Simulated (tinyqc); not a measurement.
# Worked calculation: quantum point contact as a saddle point

Computed by the program tinyqc: `OMP_NUM_THREADS=1 python tinyqc.py 2740012 2740013 out.jsonl`, one thread of a shared Intel Xeon 2.30GHz, about 0.02 s for the whole run. Printed values are rounded.

Potential V0 - m wx^2 x^2/2 + m wy^2 y^2/2; energies are counted from V0. Mode n = 0, 1, ... transmits T_n(E) = 1/(1 + exp(-2 pi (E - E_n)/wx)), E_n = wy (n + 1/2); each mode carries 2 q^2/h.

Values chosen for this exercise: temperature T = 0.5 K; transverse quantum hbar wy wy = 2.7 meV; curvature of the barrier hbar wx wx = 2.3 meV; Fermi level above the saddle point mu = 6.21 meV; points of the energy grid nE = 11; half-range of the grid in kB T xm = 8.

Constants: q = 1.602176634e-19 C, kB = 1.380649e-23 J/K, h = 6.62607015e-34 J s, Vt = kB T/q. Results are converted to the units shown.

## Transmissions at the Fermi level

At zero temperature g = G/(2 q^2/h) = sum T_n(mu); Fano factor sum T_n (1 - T_n)/sum T_n. Modes beyond those listed are in the sums but add less than 1e-4 to g.

| mode | E_n (meV) | T_n |
|---|---|---|
| 0 | 1.35000 | 0.999998 |
| 1 | 4.05000 | 0.997270 |
| 2 | 6.75000 | 0.186156 |
| 3 | 9.45000 | 0.000143 |

g = 2.1836
G = 169.18 uS
Fano factor = 0.07070

## Thermal average on a coarse grid

g(T) = int g(E) (-df/dE) dE = int g(mu + x kB T) dx/(4 cosh^2(x/2)), g(E) the zero-temperature value at E, g = G/(2 q^2/h). Simpson's rule on nE equally spaced x from -xm to xm.

| point | x | E (meV) | g(E) | weight |
|---|---|---|---|---|
| 0 | -8.00000 | 5.86531 | 2.07498 | 0.000335 |
| 1 | -6.40000 | 5.93425 | 2.09150 | 0.001656 |
| 2 | -4.80000 | 6.00318 | 2.11033 | 0.008096 |
| 3 | -3.20000 | 6.07212 | 2.13178 | 0.037632 |
| 4 | -1.60000 | 6.14106 | 2.15611 | 0.139764 |
| 5 | 0.00000 | 6.21000 | 2.18357 | 0.250000 |
| 6 | 1.60000 | 6.27894 | 2.21429 | 0.139764 |
| 7 | 3.20000 | 6.34788 | 2.24835 | 0.037632 |
| 8 | 4.80000 | 6.41682 | 2.28566 | 0.008096 |
| 9 | 6.40000 | 6.48575 | 2.32600 | 0.001656 |
| 10 | 8.00000 | 6.55469 | 2.36899 | 0.000335 |

integral of the weight = 1.01675
g(T) = 2.22212
g(T) divided by the integral of the weight = 2.18551

A converged quadrature gives 2.1856; this grid is 1.7 % above that, and its weight integrates to 1.017 in place of 1.
